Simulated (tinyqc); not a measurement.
# Metal gate on a two-layer dielectric stack with fixed charge and a dipole, step by step

Computed by the program tinyqc: `OMP_NUM_THREADS=1 python tinyqc.py 2010034 2010035 out.jsonl`, one thread of a shared Intel Xeon 2.30GHz, about 0.01 s for the whole run. Printed values are rounded.

Gate, layer 2, layer 1, p-type semiconductor; x runs from the gate inwards. Charges are counted in units of +q. psi is the band bending at the surface, positive towards inversion. Classical charge, Boltzmann statistics, no interface traps.

Values chosen for this exercise; band and dielectric values close to those of silicon, layer 1 close to aluminium oxide, layer 2 close to hafnium oxide: temperature T = 350 K; band gap Eg = 1.12 eV; relative permittivity eps_r = 11.6; conduction-band density of states at T Nc = 3.55e19 cm^-3; valence-band density of states at T Nv = 3.35e19 cm^-3; electron affinity chi = 4.04 eV; acceptor density Na = 5e16 cm^-3; work function of the gate metal pM = 4.81 eV; thickness of layer 1, next to the semiconductor t1 = 0.7 nm; relative permittivity of layer 1 e1 = 8.81; thickness of layer 2, next to the gate t2 = 2.5 nm; relative permittivity of layer 2 e2 = 21.7; fixed charge at the semiconductor interface Q1 = 1.1e11 cm^-2; fixed charge between the layers Q2 = 5e12 cm^-2; uniform charge density in layer 1 r1 = 2.2e18 cm^-3; uniform charge density in layer 2 r2 = 9.4e18 cm^-3; flat-band shift by a dipole layer between the layers Vd = 0.13 V; band bending psi of the working point ps = 0.842 V.

Constants: q = 1.602176634e-19 C, kB = 1.380649e-23 J/K, Vt = kB T/q, eps0 = 8.8541878128e-14 F/cm where lengths are in cm. Results are converted to the units shown.

## Equivalent thickness and work-function difference

EOT = 3.9 (t1/e1 + t2/e2), Cox = eps0/(t1/e1 + t2/e2); phi_ms = pM - (chi + Eg - Vt ln(Nv/Na)).

EOT = 0.759184 nm
Cox = 4.54848 uF/cm^2
share of layer 1 in the EOT = 40.8169 %
phi_ms = -0.153736 V

## Flat-band voltage, term by term

EOT = 3.9 (t1/e1 + t2/e2), Cox = eps0/(t1/e1 + t2/e2); phi_ms = pM - (chi + Eg - Vt ln(Nv/Na)). Vfb = phi_ms + Vd - (q/eps0) [Q1 (t1/e1 + t2/e2) + Q2 t2/e2 + r1 (t1^2/(2 e1) + t1 t2/e2) + r2 t2^2/(2 e2)]: each charge counts with its electrical distance from the gate.

terms (V): phi_ms -0.153736, dipole 0.130000, Q1 -0.003875, Q2 -0.104235, r1 -0.004317, r2 -0.024495
Vfb = -0.160658 V

Apart from phi_ms the largest term is that of dipole, 130 mV; all charges and the dipole together move Vfb by -6.92 mV.

## Threshold voltage

ni = sqrt(Nc Nv) exp(-Eg/(2 Vt)), Eg in volts, pB = Vt ln(Na/ni), Vth = Vfb + 2 pB + sqrt(4 q eps0 eps_r Na pB)/Cox.

ni = 2.97846e11 cm^-3
pB = 0.362862 V
depletion charge = 0.109281 uC/cm^2
Vth = 0.589091 V

## Charge in the semiconductor

ni = sqrt(Nc Nv) exp(-Eg/(2 Vt)), Eg in volts. Qs = -sign(psi) sqrt(2 q eps0 eps_r Na Vt [exp(-u) + u - 1 + (ni/Na)^2 (exp(u) - u - 1)]), u = psi/Vt.

Qs = -0.191847 uC/cm^2

The surface is in strong inversion: psi exceeds 2 Vt ln(Na/ni) = 0.726 V.

## Fields and voltage drops

Gauss: D = -Qs just inside the semiconductor; going towards the gate subtract q Q1, then q r1 t1, q Q2 and q r2 t2. Field = D/(eps0 e); the drop over a layer is its mean field times its thickness; Vg = phi_ms + Vd + psi + both drops.

```
place	D (uC/cm^2)	field (MV/cm)
layer 2, gate side	-1.02805	-0.535064
layer 2, inner side	-0.65154	-0.339103
layer 1, outer side	0.14955	0.191717
layer 1, semiconductor side	0.17422	0.223348
semiconductor surface	0.19185	0.186788
```

drop over layer 2 = -0.109271 V
drop over layer 1 = 0.0145273 V
Vg = 0.723520 V

The same Vg follows from Vfb + psi - Qs/Cox. The largest field, 0.535 MV/cm in size, is at: layer 2, gate side.
